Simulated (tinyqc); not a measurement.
Towards Landau levels: square lattice in a magnetic field (Harper-Hofstadter model).

Landau gauge, lattice period 1: the magnetic cell has q sites j = 0 to q - 1 along x. H_jj = -2 ty cos(ky + 2 pi p j/q), H_(j,j+1) = -tx, and the bond from q - 1 back to 0 is H_(q-1,0) = -tx exp(i q kx). The levels depend on k only through cos(q kx) and cos(q ky), so the band edges lie at (0, 0) and (pi/q, pi/q).

Values chosen for the exercise: tx = 0.5 meV (hopping along x); ty = 0.5 meV (hopping along y).

Flux 1/Q. Near the bottom of the band the mass gives hbar wc = 4 pi sqrt(tx ty)/Q and E_0 = -2 (tx + ty) + hbar wc/2. For each Q, p = 1 and q = Q.

Lowest band (meV):

| Q | centre | width | E_0 | spacing to band 2 | hbar wc |
|---|---|---|---|---|---|
| 3 | -1.1830 | 0.366 | -0.9528 | 1.1830 | 2.0944 |
| 4 | -1.3604 | 0.108 | -1.2146 | 1.0898 | 1.5708 |
| 5 | -1.4671 | 0.0322 | -1.3717 | 0.9045 | 1.2566 |
| 6 | -1.5430 | 0.00960 | -1.4764 | 0.7913 | 1.0472 |
| 12 | -1.7550 | 6.95e-06 | -1.7382 | 0.4576 | 0.5236 |
| 20 | -1.8490 | 4.98e-10 | -1.8429 | 0.2901 | 0.3142 |

Give the missing row, Q = 8.

Computed row:
```
Q   centre     width      E_0  spacing to band 2  hbar wc
8  -1.6449  0.000855  -1.6073             0.6387   0.7854
```

The width falls from 0.366 to 5e-10 meV, by a factor 3.30 for each unit of Q at the end, so the band turns into a flat level. Its centre lies -0.230 meV from E_0 at Q = 3 and -0.006 meV at Q = 20; the spacing reaches 92 % of hbar wc, the shortfall coming from the non-parabolic band.

tinyqc: `OMP_NUM_THREADS=1 python tinyqc.py 1252691 1252692 out.jsonl`; about 0.02 s, one thread, shared Intel(R) Xeon(R) Processor @ 2.30GHz.
